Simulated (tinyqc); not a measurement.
Absorption edge of a degenerate semiconductor, band filling against gap narrowing: two steps of the calculation.

n-type, parabolic bands, full ionisation. eta = (EF - Ec)/kB T solves N = Nc F12(eta), F12(x) = (2/sqrt(pi)) int_0^infinity sqrt(u)/(1 + exp(u - x)) du. The gap shrinks rigidly by dEg = a3 y^(1/3) + a4 y^(1/4) + a2 y^(1/2), y = N/1e18 cm^-3, an empirical law that is here taken as the true narrowing.

Parameters, values chosen for the exercise; band and dielectric values close to those of indium phosphide:
- T = 300 K (temperature)
- Eg = 1.33 eV (band gap)
- Nc = 5.76e17 cm^-3 (conduction-band density of states at 300 K, from me)
- me = 0.0808 m0 (electron mass)
- mh = 0.611 m0 (hole mass)
- N = 1.8e19 cm^-3 (ionised donor density)
- a3 = 8.2 meV (coefficient of (N/1e18)^(1/3))
- a4 = 6.8 meV (coefficient of (N/1e18)^(1/4))
- a2 = 2.4 meV (coefficient of (N/1e18)^(1/2))

Constants: q = 1.602176634e-19 C, kB = 1.380649e-23 J/K, h = 6.62607015e-34 J s, c = 299792458 m/s, Vt = kB T/q. Results are converted to the units shown.

Problem 1. Fermi level. Newton step on ln F12(eta) = ln(N/Nc): eta(new) = eta - ln(Nc F12/N) F12/Fm, Fm(x) = dF12/dx = (1/sqrt(pi)) int_0^infinity u^(-1/2)/(1 + exp(u - x)) du.

eta at the start (Boltzmann value) = 3.442

Wanted: F12; Fm; eta after iteration 1.

Solution 1.

F12 = 5.3411
Fm = 2.0069
eta after iteration 1 = 8.1436

Problem 2. The optical edge. Vertical transitions need an empty final state: the edge is taken where the state lies 4 kB T below EF, E_opt = Eg - dEg + (1 + me/mh) max(eta - 4, 0) kB T; wavelength h c/(q E_opt).

converged eta = 11.925419

Give: dEg; EF - Ec; filling shift; E_opt; wavelength.

Solution 2.

dEg = 45.68 meV
EF - Ec = 308.3 meV
filling shift = 232.0 meV
E_opt = 1.516 eV
wavelength = 817.7 nm

The edge lies 186 meV above the undoped gap: filling outweighs narrowing.

Range of the model: Band tails, non-parabolic bands and incomplete ionisation are left out.

Computed by the program tinyqc: `OMP_NUM_THREADS=1 python tinyqc.py 2330092 2330093 out.jsonl`, one thread of a shared Intel Xeon 2.30GHz, about 0.01 s for the whole run.
